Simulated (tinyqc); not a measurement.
Solid solubility of a dopant against its melt (retrograde solidus), clustering and the electrically active fraction: one step, computed by the program tinyqc. Command: `OMP_NUM_THREADS=1 python tinyqc.py 3008879 3008880 out.jsonl retro walk`. One thread of a shared host (Intel(R) Xeon(R) Processor @ 2.30GHz), about 0.01 s of CPU time with the checks.

Question. Liquidus and solidus at T. x_l and x_s are atom fractions of the dopant in melt and solid; the solid is dilute. Liquidus of the host: R T ln(1 - x_l) + L x_l^2 = -H_f (1 - T/T_m). Distribution: k = x_s/x_l = exp[L (1 - x_l)^2/(R T)] exp(S/k_B - H/(k_B T)), the first factor being the activity coefficient in the melt. Solubility = x_s N0; at T_m x_l = 0.

Inputs (values chosen for the exercise, of the order of those of gallium in silicon for the solubility): melting point of the host T_m = 1687 K; heat of melting of the host H_f = 50.2 kJ/mol; interaction L of the melt = 3 kJ/mol; enthalpy of transfer from melt to solid H = 0.682 eV; entropy of transfer S = -0.35 k_B; site density N0 = 5e+22 1/cm^3; temperature T = 1400 K.

Constants: R = 8.314462618 J/(mol K); k_B = 8.617333262e-05 eV/K.

Give: x_l; distribution coefficient k; x_s; solubility; k at the melting point.

Answer.

x_l = 0.5567

distribution coefficient k = 0.002600

x_s = 0.001447

solubility = 7.236e+19 1/cm^3

k at the melting point = 0.008007

k has changed by a factor 0.32 from its value at T_m, while x_l has grown from 0 to 0.557.
